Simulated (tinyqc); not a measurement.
# One-sided p+-n junction, ionisation integral and breakdown, step by step

Program tinyqc, `OMP_NUM_THREADS=1 python tinyqc.py 2120054 2120055 out.jsonl`; Intel Xeon 2.30GHz, shared host, one thread, about 0.07 s. Printed values are rounded.

A p+ layer at x < 0 and an n drift layer from x = 0. Depletion approximation, built-in voltage neglected. Local ionisation coefficients alpha_n = an exp(-(bn/E)^mx), alpha_p = ap exp(-(bp/E)^mx). Electrons move towards +x, holes towards x = 0.

Values chosen for this exercise; material values close to those of 4H silicon carbide:
- eps_r = 9.78 (relative permittivity)
- an = 1.87e8 1/cm (prefactor of the electron ionisation coefficient)
- bn = 3.46e7 V/cm (field constant for electrons)
- ap = 3.43e8 1/cm (prefactor of the hole ionisation coefficient)
- bp = 2.54e7 V/cm (field constant for holes)
- mx = 1 (exponent)
- N = 5.3e15 cm^-3 (donor density of the drift layer)
- V = 2590 V (reverse voltage)
- fr = 0.6 (share of the depleted width that the grid covers)

Constants: q = 1.602176634e-19 C, eps0 = 8.8541878128e-14 F/cm where lengths are in cm. Results are converted to the units shown.

## Field and ionisation coefficients on a grid

W = sqrt(2 eps0 eps_r V/(q N)), peak field E0 = q N W/(eps0 eps_r), falling linearly to 0 at W. Grid: 13 equal steps from 0 to fr W.

W = 22.9835 um

```
point   x (um)  E (kV/cm)  alpha_n (1/cm)  alpha_p (1/cm)
0       0.0000    2253.79         40.2346         4373.66
1       1.0608    2149.77         19.1422         2535.23
2       2.1216    2045.75         8.44453         1390.29
3       3.1823    1941.73         3.41255         714.887
4       4.2431    1837.71         1.24462         340.932
5       5.3039    1733.69        0.402187         148.768
6       6.3647    1629.67        0.112509         58.3949
7       7.4254    1525.65       0.0264550         20.1771
8       8.4862    1421.62      0.00503297         5.96763
9       9.5470    1317.60      7.36800e-4         1.45616
10     10.6078    1213.58      7.75928e-5        0.278999
11     11.6685    1109.56      5.35806e-6       0.0392143
12     12.7293    1005.54      2.12826e-7      0.00367263
13     13.7901    901.518      4.01548e-9      1.99146e-4
```

## Ionisation integrals by the trapezoid rule

G(x) = integral from 0 to x of (alpha_n - alpha_p); I_n = integral of alpha_n exp(-G) (electrons injected at x = 0), I_p = integral of alpha_p exp(G(end) - G) (holes injected at the far edge); M = 1/(1 - I). All integrals by the trapezoid rule on the grid.

```
point          G  alpha_n exp(-G) (1/cm)
0       0.000000                 40.2346
1      -0.363290                 27.5275
2      -0.570031                 14.9326
3      -0.681058                  6.7431
4      -0.736810                  2.6003
5      -0.762696                  0.8623
6      -0.773656                  0.2439
7      -0.777816                  0.0576
8      -0.779201                  0.0110
9      -0.779595                  0.0016
10     -0.779687                  0.0002
11     -0.779704                  0.0000
12     -0.779706                  0.0000
13     -0.779706                  0.0000
```

I_n = 0.00775399
I_p = 0.531272
M_n = 1.00781
M_p = 2.13343

A grid of 1500 steps over the whole width gives I_n = 0.007606 and I_p = 0.5358; the coarse I_n is 2.0 % above and the coarse I_p 0.85 % below those values. Holes multiply more: on this coarse grid M - 1 is 145 times as large for them.

## Breakdown voltage by secant steps

G(x) = integral from 0 to x of (alpha_n - alpha_p); I_n = integral of alpha_n exp(-G) (electrons injected at x = 0), I_p = integral of alpha_p exp(G(end) - G) (holes injected at the far edge); M = 1/(1 - I). Secant steps on ln I_n(V) = 0 with the integrals on a fine grid (1500 steps), from the points V = 2910 and 3240 V; stop when the step is below 1e-7 of V.

Course of the iteration:
```
step    V (V)       I_n  change of V (V)
1        3240  0.180477              323
2     3562.79   1.88379            -87.2
3     3475.63  0.919324             10.2
4     3485.85  0.996415            0.456
5     3486.31   1.00002         -2.72e-3
6     3486.31   1.00000          6.90e-7
```

Breakdown at 3486.3 V, with a peak field of 2615 kV/cm and W = 26.67 um. The integral for holes reaches 1 at the same voltage.
